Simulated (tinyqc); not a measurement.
Inside a calculation. Method: Hubbard ring of 5 sites. Computed by tinyqc, a small Python program that keeps every step. Settings: hopping = 1.54, U = 8.4, mixing = 1, iteration cap = 78. Command: `OMP_NUM_THREADS=1 python tinyqc.py 23669 23670 out.jsonl` (the two numbers bound the seeds that draw the settings). One thread of a shared host (Intel(R) Xeon(R) Processor @ 2.60GHz), about 0.2 s of CPU time with the checks. Later iterations appear only in the table of the cycle.

## Mean-field iteration 1

one-body matrix (hopping and site energies) (eV), order 1, 2, 3, 4, 5:
```
[[0.000000, -1.540000, 0.000000, 0.000000, -1.540000],
 [-1.540000, 0.000000, -1.540000, 0.000000, 0.000000],
 [0.000000, -1.540000, 0.000000, -1.540000, 0.000000],
 [0.000000, 0.000000, -1.540000, 0.000000, -1.540000],
 [-1.540000, 0.000000, 0.000000, -1.540000, 0.000000]]
```

U = 8.400000 eV

electrons, up and down: [1, 1]

mixing = 1

n(up) at the start (a guess, not normalised): [0.250000, 0.150000, 0.250000, 0.150000, 0.250000]

n(down) at the start (a guess): [0.150000, 0.250000, 0.150000, 0.250000, 0.150000]

H(up) = T + U n(down), H(down) = T + U n(up); fill the lowest levels; n(new) = n + mixing (n(out) - n); E = tr T (rho up + rho down) + U sum n_up n_down of the output.

levels, up (eV): [-1.519610, 0.373905, 0.870728, 4.029272, 4.225705]

levels, down (eV): [-1.353183, 0.503799, 1.086355, 4.186828, 4.396201]

energy = -4.470103 eV

n(up) after iteration 1: [0.244415, 0.158364, 0.194442, 0.158364, 0.244415]

n(down) after iteration 1: [0.158364, 0.244415, 0.194442, 0.244415, 0.158364]

## Mean-field iteration 2

As before.

levels, up (eV): [-1.432853, 0.577023, 0.868391, 4.054952, 4.332487]

levels, down (eV): [-1.434065, 0.550730, 0.903584, 4.007137, 4.372614]

energy = -4.499008 eV

n(up) after iteration 2: [0.256535, 0.161822, 0.163285, 0.161822, 0.256535]

n(down) after iteration 2: [0.146861, 0.234781, 0.236717, 0.234781, 0.146861]

## Convergence

Each step fills the lowest levels of T + U n(other spin) and sets n(new) = n + mixing (n(out) - n); stop when output and input agree to 1e-8.

Course of the cycle:
```
iteration       E (eV)  largest |n(out) - n(in)|  mean |n_up - n_down|
1          -4.47010263                  5.56e-02              0.068841
2          -4.49900793                  4.23e-02              0.087740
3          -4.53473901                  3.94e-02              0.121256
4          -4.58681127                  5.57e-02              0.165659
5          -4.64109811                  4.73e-02              0.211457
6          -4.67427532                  4.17e-02              0.245144
7          -4.68590571                  1.89e-02              0.264611
8          -4.68863156                  9.39e-03              0.273544
9          -4.68914802                  3.20e-03              0.277526
10         -4.68923826                  1.15e-03              0.279131
11         -4.68925378                  5.71e-04              0.279822
...                ...                       ...                   ...
14         -4.68925702                  3.57e-05              0.280262
15         -4.68925703                  1.77e-05              0.280283
16         -4.68925704                  6.35e-06              0.280291
17         -4.68925704                  3.16e-06              0.280295
18         -4.68925704                  1.14e-06              0.280297
19         -4.68925704                  5.68e-07              0.280297
20         -4.68925704                  2.04e-07              0.280298
21         -4.68925704                  1.02e-07              0.280298
22         -4.68925704                  3.68e-08              0.280298
23         -4.68925704                  1.84e-08              0.280298
24         -4.68925704                  6.65e-09              0.280298
```

local moments n_up - n_down: [0.350372, -0.137210, -0.426324, -0.137210, 0.350372]

Converged in 24 iterations. Before convergence this energy mixes input and output and is not variational, so it may rise towards its limit.

## Exact diagonalisation (25 states)

Lowest levels of the sector, and the double occupancy of the lowest state.

lowest levels (eV): [-5.422427, -4.031772, -4.031772, -2.413964, -2.413964, -1.903545]

double occupancy per site = 0.007022

The mean-field solution above lies 0.7332 eV above the exact energy.

## The lowest level by Lanczos steps

From a random start vector (not printed): a_j = <q_j|H|q_j>, b_j = norm of the remainder after orthogonalising; the Ritz value is the lowest eigenvalue of the tridiagonal matrix of a and b so far.

Lanczos:
```
j   a_j (eV)  b_j (eV)  lowest Ritz value (eV)
1   0.244956  5.110737              0.24495586
2   4.647213  4.791855             -3.11849989
3   0.331130  3.083303             -4.87143815
4   2.840560  4.034029             -5.27105940
5   3.914943  3.473145             -5.38861968
6   3.394707  2.685739             -5.41485912
7   1.746421  4.238297             -5.41907418
8   4.028806  4.347915             -5.42094428
9   2.358713  2.805144             -5.42204632
10  1.477025  1.895849             -5.42238070
```
